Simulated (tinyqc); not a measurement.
Molecular dynamics of a small cluster by velocity Verlet steps: one step, computed by the program tinyqc.

E = sum_(i<j) phi(r_ij), phi(r) = eps [exp(-2 alpha (r - r0)) - 2 exp(-alpha (r - r0))]; the force on i is -sum_j phi'(r_ij) (R_i - R_j)/r_ij.

Task: Step 1. Velocity Verlet: a = c F/M with c = 9.648533212e-3 angstrom/fs^2 per eV/(angstrom u); R(new) = R + v dt + a dt^2/2; v(new) = v + (a + a(new)) dt/2. Kinetic energy K = M v^2/(2c); temperature T = 2K/((3N - 3) k_B), rotation of the cluster included.

Inputs (values chosen for the exercise, for model atoms):

| quantity | value | unit |
|---|---|---|
| length r0 | 2.53 | angstrom |
| well depth eps | 0.75 | eV |
| stiffness alpha | 1.53 | 1/angstrom |
| atomic mass M | 91.1 | u |
| time step dt | 12 | fs |

Potential: Morse. Thermostat: none.

starting positions (angstrom):
```
            x      y      z
atom 1  -0.02  -0.02      0
atom 2   2.51   0.02  -0.02
atom 3   1.28    2.2      0
```

starting velocities (angstrom/fs):
```
               x         y         z
atom 1  -0.00189  -0.00052  -0.00081
atom 2   0.00156  -0.00082   0.00136
atom 3   0.00033   0.00134  -0.00055
```

Constants: 1 eV/(angstrom u) = 9.648533212e-03 angstrom/fs^2; k_B = 8.617333262e-05 eV/K.

Give: positions after step 1; new forces; velocities after step 1; total energy.

Result:

positions after step 1 (angstrom):
```
             x       y       z
atom 1  -0.042  -0.025  -0.010
atom 2   2.529   0.009  -0.004
atom 3   1.283   2.216  -0.007
```

new forces (eV/angstrom):
```
              x        y        z
atom 1   0.2437   0.1900   0.0006
atom 2  -0.1391   0.0100  -0.0003
atom 3  -0.1046  -0.1999  -0.0002
```

velocities after step 1 (angstrom/fs):
```
                x          y          z
atom 1  -0.001691  -0.000325  -0.000810
atom 2   0.001502  -0.000869   0.001359
atom 3   0.000189   0.001194  -0.000550
```

total energy = -2.190 eV
